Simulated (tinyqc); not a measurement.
Gap and radiative efficiency from Jsc and Voc.

Inverse problem. Photon flux above E from a black body at temperature T into a hemisphere: Phi(E, T) = A sum_k exp(-k E/th)[E^2 th/k + 2 E th^2/k^2 + 2 th^3/k^3], k = 1, 2, ..., with th = kB T/q in eV and A = 2 pi q^3/(h^3 c^2). A cell with a sharp absorption edge has Jsc = q fs X Phi(Eg, Ts) and Voc = Vt ln(1 + Jsc/J0), J0 = q ge Phi(Eg, T)/ERE. Find Eg and ERE.

Parameters, values chosen for the exercise: cell temperature T = 300 K; temperature of the black-body sun Ts = 5778 K; share of the hemisphere filled by the sun fs = 2.16e-5; concentration X = 100; number of faces that emit ge = 1.

Constants: q = 1.602176634e-19 C, kB = 1.380649e-23 J/K, h = 6.62607015e-34 J s, c = 299792458 m/s, Vt = kB T/q. Results are converted to the units shown.

Jsc = 1379.65288 mA/cm^2
Voc = 1.98035471 V

Answer. Phi falls steadily with E, so Jsc fixes Eg; Voc gives J0, and its ratio to the radiative dark current is 1/ERE.

Eg = 2.290 eV
ERE = 0.01000

Numbers from tinyqc (`OMP_NUM_THREADS=1 python tinyqc.py 2820104 2820105 out.jsonl`; about 0.01 s on one thread of a shared Intel Xeon 2.30GHz).
